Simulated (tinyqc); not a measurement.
Scattering of inversion-layer electrons by surface optical phonons of the gate insulator (remote phonon scattering): one step, computed by the program tinyqc. Command: `OMP_NUM_THREADS=1 python tinyqc.py 3112620 3112621 out.jsonl sophonon walk`. One thread of a shared host (Intel(R) Xeon(R) Processor @ 2.30GHz), about 0.01 s of CPU time with the checks.

One subband with the Fang-Howard envelope; insulator and channel are half-spaces, the gate is far away, and an interlayer only moves the polar surface away by t (its own modes and its permittivity contrast are left out).

Question. Surface modes and strengths. eps(w) = eps_inf + (eps_0s - eps_i) w1^2/(w1^2 - w^2) + (eps_i - eps_inf) w2^2/(w2^2 - w^2). Surface modes solve eps(w) + eps_s = 0, a quadratic in w^2; the strength of a mode is g = 2/(w d eps/dw). Occupation N = 1/(exp(hbar w/(k_B T)) - 1).

Inputs (values chosen for the exercise, modelled on Al2O3 on silicon): static constant of the insulator eps_0s = 12.6; intermediate constant eps_i = 7.17; optical constant eps_inf = 3.22; hbar omega_TO1 = 49.1 meV; hbar omega_TO2 = 72.4 meV; constant of the channel eps_s = 11.7; temperature T = 350 K.

Constants: k_B = 8.617333262e-05 eV/K.

Give: hbar omega_SO; strengths g; occupations N; hbar omega g (2 N + 1).

Answer.

hbar omega_SO (meV): 1 54.375, 2 83.433

strengths g: 1 0.007061, 2 0.018810

occupations N: 1 0.19736, 2 0.06712

hbar omega g (2 N + 1) (meV): 1 0.5355, 2 1.7801

The upper mode has the larger hbar omega g N, the prefactor of absorption before the dependence on q: 0.0758 and 0.105 meV.
